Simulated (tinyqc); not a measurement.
Oxide trap near a transistor channel: two-state multiphonon kinetics, telegraph noise and bias instability. Changing the temperature T. Computed by tinyqc, a small Python program. Command: `OMP_NUM_THREADS=1 python tinyqc.py 3030966 3030967 out.jsonl oxidetrap sweep`. One thread of a shared host (Intel(R) Xeon(R) Processor @ 2.30GHz), about 0.01 s of CPU time with the checks.

An n-channel device under positive gate bias. The trap is empty (state 1) or holds an electron (state 2); both states are parabolas of equal curvature, and the electron reservoir is taken at the Fermi level of the channel.

Inputs (values chosen for the exercise, with an insulator like SiO2 on silicon):
```
quantity,value,unit
insulator constant eps_ox,4.05,-
insulator thickness t_ox,2.9,nm
trap depth x from the interface,0.49,nm
tunnel barrier phi_b,3.23,eV
tunnelling mass m_ox,0.39,m_0
trap level above E_F at zero field E_t,0.2,eV
relaxation energy E_R,1.2,eV
oxide field F,6.1,MV/cm
attempt rate k_0 at the interface,2e+12,1/s
channel width W,30,nm
channel length L,28,nm
frequency f,70,Hz
```

Parts treated: one trap and an ensemble.

Constants: hbar^2/(2 m_0) = 3.80998212 eV angstrom^2; k_B = 8.617333262e-05 eV/K; e = 1.602176634e-19 C; eps_0 = 8.8541878128e-12 F/m.

Method:
- kappa = sqrt(2 m_ox phi_b)/hbar = sqrt(m_ox phi_b/(hbar^2/2m_0)); attenuation length lambda = 1/(2 kappa); factor exp(-x/lambda) for a rectangular barrier.
- E_21 = E_t - e F x is the energy of state 2 over state 1; barriers E_c = (E_R + E_21)^2/(4 E_R), E_e = E_c - E_21; tau_c = exp(E_c/k_B T)/(k_0 P), tau_e = exp(E_e/k_B T)/(k_0 P), P the tunnelling factor; occupation f_2 = tau_e/(tau_c + tau_e); 1/tau_0 = 1/tau_c + 1/tau_e.
- Charge-sheet step dV = e (t_ox - x)/(eps_ox eps_0 W L); Lorentzian spectrum S(f) = 4 dV^2 tau_0^2/((tau_c + tau_e)(1 + (2 pi f tau_0)^2)); corner 1/(2 pi tau_0); variance dV^2 f_2 (1 - f_2) = dV^2 tau_0/(tau_c + tau_e).

One run for each value:
```
temperature T (K),capture time tau_c (s),emission time tau_e (s),corner frequency (Hz),occupation f_2
200,3.2447e-04,1.0077e-01,4.9209e+02,0.99679
240,2.8207e-05,3.3664e-03,5.6897e+03,0.99169
280,4.9275e-06,2.9699e-04,3.2836e+04,0.98368
320,1.3315e-06,4.8076e-05,1.2285e+05,0.97305
360,4.8119e-07,1.1664e-05,3.4440e+05,0.96038
400,2.1316e-07,3.7566e-06,7.8901e+05,0.94630
440,1.0949e-07,1.4866e-06,1.5606e+06,0.93140
480,6.2849e-08,6.8660e-07,2.7641e+06,0.91614
```

Describe and explain the trends.

Over the rows, capture time tau_c (s) falls from 3.24e-4 to 6.28e-8 (exponent d ln y / d ln x -13 between the first rows and -6.4 between the last); emission time tau_e (s) falls from 0.101 to 6.87e-7 (exponent d ln y / d ln x -19 between the first rows and -8.9 between the last); corner frequency (Hz) rises from 492 to 2.76e6 (exponent d ln y / d ln x 13 between the first rows and 6.6 between the last). Arrhenius slopes give 0.253 eV for capture and 0.351 eV for emission; elastic tunnelling alone would leave only their difference E_21.

Caution (all rows): a field 1.5 times as high comes near the usual breakdown field of such an insulator.
